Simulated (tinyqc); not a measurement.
From results back to parameters: one-oscillator model of a band gap. Three cases, with inputs chosen for the exercise.

Problem. A gap follows E(T) = E0 - s1 t1/(exp(t1/T) - 1) with the zero-point term ZP = s1 t1/2, which scales as M^(-1/2). The shift of E0 on going from M to M + dM and the limiting slope at high T are given.

Case 1.

Values chosen (out of a larger set: near those of InP; not measured data): M = 72.82 u (mean atomic mass); dM = -0.58 u (change of the mean mass (not bounded by the natural isotopes)).

shift of E0 = -0.161461 meV
limiting slope s1 = 0.382 meV/K

Case 2.

Values chosen (out of a larger set: near those of GaAs; not measured data): M = 72.23 u (mean atomic mass); dM = 0.87 u (change of the mean mass (not bounded by the natural isotopes)).

shift of E0 = 0.342237 meV
limiting slope s1 = 0.470 meV/K

Case 3.

Values chosen (out of a larger set: near those of GaAs; not measured data): M = 72.43 u (mean atomic mass); dM = 4.22 u (change of the mean mass (not bounded by the natural isotopes)).

shift of E0 = 1.774431 meV
limiting slope s1 = 0.454 meV/K

Find: sqrt(M/(M + dM)); ZP; t1.

Solution. The shift is ZP (1 - sqrt(M/(M + dM))); then t1 = 2 ZP/s1.

Case 1.

sqrt(M/(M + dM)) = 1.004006
ZP = 40.30 meV
t1 = 211 K

Case 2.

sqrt(M/(M + dM)) = 0.994031
ZP = 57.34 meV
t1 = 244 K

Case 3.

sqrt(M/(M + dM)) = 0.972083
ZP = 63.56 meV
t1 = 280 K

Computed by tinyqc, one run a case: `OMP_NUM_THREADS=1 python tinyqc.py N N+1 out.jsonl` with N = 1880221, 1880244, 1880258; one thread of a shared Intel(R) Xeon(R) Processor @ 2.30GHz, about 0.01 s a run at most.
